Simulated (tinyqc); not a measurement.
Two electrons on one impurity (helium-like model): one step. Units and equal orbitals. Three cases, with inputs chosen for the exercise.

Problem. Give Ha*, a*, the best common exponent Z - 5/16, E = -(Z - 5/16)^2, and the binding of the second electron -Z^2/2 - E.

Units Ha* = 2 Ry m/eps^2 and a* = a0 eps/m. One electron is bound by Z^2/2. Two electrons in the singlet built from exp(-a r) and exp(-b r): S = 8 (ab)^(3/2)/(a + b)^3, h_aa = a^2/2 - Z a, h_bb alike, h_ab = S (ab/2 - Z (a + b)/2), J = ab (a^2 + 3ab + b^2)/(a + b)^3, K = 20 (ab)^3/(a + b)^5, E = (h_aa + h_bb + 2 S h_ab + J + K)/(1 + S^2). For a = b this is a^2 - 2 Z a + 5a/8. Real double donors are deeper, since the central cell is left out.

Constants: Ry = 13.60569312 eV; a0 (Bohr radius) = 0.5291772105 angstrom.

Case 1.

Values chosen (out of a larger set: near those of impurities in Ge; not measured data): m = 0.177 m0 (one mean mass); eps = 16.3 (dielectric constant); Z = 2 (effective charge (1: D- centre, 2: double donor; other values mimic a central cell)).

Case 2.

Values chosen (out of a larger set: near those of impurities in Ge; not measured data): m = 0.173 m0 (one mean mass); eps = 16.5 (dielectric constant); Z = 1.7 (effective charge (1: D- centre, 2: double donor; other values mimic a central cell)).

Case 3.

Values chosen (out of a larger set: near those of impurities in Ge; not measured data): m = 0.17 m0 (one mean mass); eps = 16.2 (dielectric constant); Z = 2 (effective charge (1: D- centre, 2: double donor; other values mimic a central cell)).

Give: Ha*; a*; exponent; E with equal orbitals; binding of the second electron.

Solution.

Case 1.

Ha* = 18.128 meV
a* = 48.73 angstrom
exponent = 1.6875
E with equal orbitals = -2.84766 Ha*
binding of the second electron = 15.37 meV

The first electron is bound by 36.3 meV, 2.36 times as much as the second.

Case 2.

Ha* = 17.291 meV
a* = 50.47 angstrom
exponent = 1.3875
E with equal orbitals = -1.92516 Ha*
binding of the second electron = 8.30 meV

The first electron is bound by 25.0 meV, 3.01 times as much as the second.

Case 3.

Ha* = 17.627 meV
a* = 50.43 angstrom
exponent = 1.6875
E with equal orbitals = -2.84766 Ha*
binding of the second electron = 14.94 meV

The first electron is bound by 35.3 meV, 2.36 times as much as the second.

Computed by tinyqc, one run a case: `OMP_NUM_THREADS=1 python tinyqc.py N N+1 out.jsonl` with N = 1281966, 1282039, 1282061; one thread of a shared Intel(R) Xeon(R) Processor @ 2.30GHz, about 0.07 s a run at most.
